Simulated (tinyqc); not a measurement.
# Capacitance measurement on a leaky thin oxide: effects of series resistance and leakage: two studies

The device is a capacitance C in parallel with a leakage conductance G, in series with Rs and Ls. An impedance meter reports either a parallel pair (Cp, Gp) from Y = 1/Z = Gp + i w Cp or a series pair (Cs, Rm) from Z = Rm + 1/(i w Cs); w = 2 pi f, dissipation D = Gp/(w |Cp|).

Parameters, values chosen for the exercise; values of the order met in thin-oxide MOS capacitors:
```
symbol,value,unit,meaning
eox,3.9,,relative permittivity of the gate insulator (close to silicon dioxide)
tox,1.4,nm,insulator thickness
A,100,um^2,gate area
zc,0.59,nm,oxide-equivalent thickness added by the accumulation layer
zp,0,nm,oxide-equivalent thickness added by gate depletion
Jg,0.14,A/cm^2,"gate leakage current density, not matched to the thickness"
Vs,0.35,V,voltage for an e-fold rise of the leakage
Rs,460,ohm,series resistance
Ls,330,nH,series inductance
f,1e5,Hz,measuring frequency
```

Constants: eps0 = 8.8541878128e-14 F/cm where lengths are in cm. Results are converted to the units shown.

Each table varies one quantity; the others keep the values above.

## Readings against frequency

EOT = 3.9 tox/eox; CET = EOT + zc + zp; C = 3.9 eps0 A/CET; G = Jg A/Vs. Z = Rs + i w Ls + 1/(G + i w C); CET read from Cp = 3.9 eps0 A/Cp; errors under 0.001 % are printed as 0.

The same in every row: C (pF) = 1.7352.

Readings against frequency:

| f (Hz) | Cp (pF) | Cs (pF) | D | error of Cp (%) | error of Cs (%) | CET read from Cp (nm) |
|---|---|---|---|---|---|---|
| 1000 | 1.7346 | 2337.3 | 36.694 | -0.0368 | 1.35e5 | 1.9907 |
| 3000 | 1.7346 | 261.25 | 12.231 | -0.0368 | 1.50e4 | 1.9907 |
| 10000 | 1.7346 | 25.091 | 3.6695 | -0.0368 | 1350 | 1.9907 |
| 30000 | 1.7346 | 4.3304 | 1.2233 | -0.0368 | 150 | 1.9907 |
| 1e5 | 1.7346 | 1.9688 | 0.36745 | -0.0368 | 13.5 | 1.9907 |
| 3e5 | 1.7346 | 1.7612 | 0.12382 | -0.0368 | 1.50 | 1.9907 |
| 1e6 | 1.7346 | 1.7376 | 0.041711 | -0.0370 | 0.137 | 1.9907 |
| 3e6 | 1.7346 | 1.7359 | 0.027283 | -0.0391 | 0.0353 | 1.9908 |
| 1e7 | 1.7342 | 1.7392 | 0.053945 | -0.0629 | 0.228 | 1.9913 |
| 3e7 | 1.7298 | 1.7713 | 0.15483 | -0.313 | 2.08 | 1.9962 |

D goes from 36.7 through a minimum of 0.0273 (at f = 3e6 Hz among the rows listed) to 0.155; without inductance its minimum lies at f = sqrt(G (1 + G Rs)/Rs)/(2 pi C) = 2.70e6 Hz. The error of Cp goes from -0.0368 to -0.313 % and that of Cs from 1.35e5 to 2.08 %; at low frequency Cp tends to C/(1 + G Rs)^2 and Cs grows as 1 + (G/(w C))^2. One of the two readings is within 2 % of C for f = 1000, 3000, 10000, 30000, 1e5, 3e5, 1e6, 3e6, 1e7, 3e7 Hz. At the highest frequencies Ls raises both readings, by about w^2 Ls C in relative terms. For f = 1000, 3000, 10000, 30000 D exceeds 1, where the accuracy of real meters degrades in proportion to sqrt(1 + D^2).

## Effect of the gate leakage current density, not matched to the thickness

Same model as above.

The same in every row: C (pF) = 1.735.

Results:

| Jg (A/cm^2) | Cp (pF) | Cs (pF) | D | error of Cp (%) | error of Cs (%) | CET read from Cp (nm) |
|---|---|---|---|---|---|---|
| 1e-5 | 1.735 | 1.735 | 5.277e-4 | 0 | 0 | 1.990 |
| 0.001 | 1.735 | 1.735 | 0.003122 | 0 | 0 | 1.990 |
| 0.02 | 1.735 | 1.740 | 0.05291 | -5.26e-3 | 0.275 | 1.990 |
| 0.2 | 1.734 | 2.212 | 0.5247 | -0.0526 | 27.5 | 1.991 |
| 2 | 1.726 | 49.40 | 5.255 | -0.524 | 2750 | 2.000 |
| 30 | 1.604 | 1.074e4 | 81.83 | -7.57 | 6.19e5 | 2.153 |
| 300 | 0.7679 | 1.247e6 | 1274 | -55.7 | 7.18e7 | 4.497 |

Estimate the missing row, Jg = 0.0001 A/cm^2.

Computed row:

| Jg (A/cm^2) | Cp (pF) | Cs (pF) | D | error of Cp (%) | error of Cs (%) | CET read from Cp (nm) |
|---|---|---|---|---|---|---|
| 0.0001 | 1.735 | 1.735 | 7.636e-4 | 0 | 0 | 1.990 |

With this row back in the table: As Jg goes from 1e-5 to 300, the error of Cp goes from 0 to -55.7 %, that of Cs from 0 to 7.18e7 %, and D rises from 5.28e-4 to 1270. The CET read from Cp goes from 1.99 to 4.50 nm against the true 1.99 nm. For Jg = 2, 30, 300 D exceeds 1, where the accuracy of real meters degrades in proportion to sqrt(1 + D^2).

Program tinyqc, `OMP_NUM_THREADS=1 python tinyqc.py 2022151 2022152 out.jsonl`; Intel Xeon 2.30GHz, shared host, one thread, about 0.01 s.
